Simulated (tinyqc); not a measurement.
From results back to parameters: free-carrier optics of a doped semiconductor (Drude model). Four cases, with inputs chosen for the exercise.

Problem. eps(E) is given at one energy; N and mu are hidden.

eps(E) = ei [1 - Ep^2/(E^2 + i E Gam)], with Ep^2 = 8 pi c (e^2/(4 pi eps0)) N/(m ei), c = hbar^2/2m0, N in 1/angstrom^3 (1e-24 per 1/cm^3); Gam = hbar/tau, tau = mu m m0/e with m0/e = 5.685630e-12 kg/C and mu in m^2/(V s). Energies in meV.

Constants: hbar^2/2m0 = 3.80998211 eV angstrom^2; e^2/(4 pi eps0) = 14.39964547 eV angstrom; hbar = 6.58211957e-16 eV s.

Find: Gam; Ep; N; mu.

Method. ei - eps1 = ei Ep^2/(E^2 + Gam^2) and eps2 = (ei - eps1) Gam/E; the ratio gives Gam, then Ep, N and mu follow.

Case 1.

Values chosen (out of a larger set: mass and dielectric values near those of Si; N and mu are free inputs; interband absorption and the rise of the mass with filling are left out; not measured data): m = 0.265 m0 (conductivity mass); ei = 11.73 (high-frequency dielectric constant); E = 196.8 meV (photon energy).

eps = -2.65764+6.65372i

Solution.

Gam = 91.01 meV
Ep = 240.14 meV
N = 1.30e+20 1/cm^3
mu = 48.0 cm^2/(V s)

Case 2.

Values chosen (out of a larger set: mass and dielectric values near those of Ge; N and mu are free inputs; interband absorption and the rise of the mass with filling are left out; not measured data): m = 0.13 m0 (conductivity mass); ei = 16.24 (high-frequency dielectric constant); E = 9.9 meV (photon energy).

eps = -5.18954+7.13933i

Solution.

Gam = 3.30 meV
Ep = 11.99 meV
N = 2.20e+17 1/cm^3
mu = 2.70e+03 cm^2/(V s)

Case 3.

Values chosen (out of a larger set: mass and dielectric values near those of Si; N and mu are free inputs; interband absorption and the rise of the mass with filling are left out; not measured data): m = 0.284 m0 (conductivity mass); ei = 12 (high-frequency dielectric constant); E = 11.3 meV (photon energy).

eps = 10.18888+15.19389i

Solution.

Gam = 94.80 meV
Ep = 37.09 meV
N = 3.40e+18 1/cm^3
mu = 43.0 cm^2/(V s)

Case 4.

Values chosen (out of a larger set: mass and dielectric values near those of Si; N and mu are free inputs; interband absorption and the rise of the mass with filling are left out; not measured data): m = 0.265 m0 (conductivity mass); ei = 11.43 (high-frequency dielectric constant); E = 24.2 meV (photon energy).

eps = -0.23589+7.79974i

Solution.

Gam = 16.18 meV
Ep = 29.41 meV
N = 1.90e+18 1/cm^3
mu = 270 cm^2/(V s)

Computed by tinyqc, one run a case: `OMP_NUM_THREADS=1 python tinyqc.py N N+1 out.jsonl` with N = 1652392, 1652399, 1652587, 1652624; one thread of a shared Intel(R) Xeon(R) Processor @ 2.30GHz, about 0.01 s a run at most.
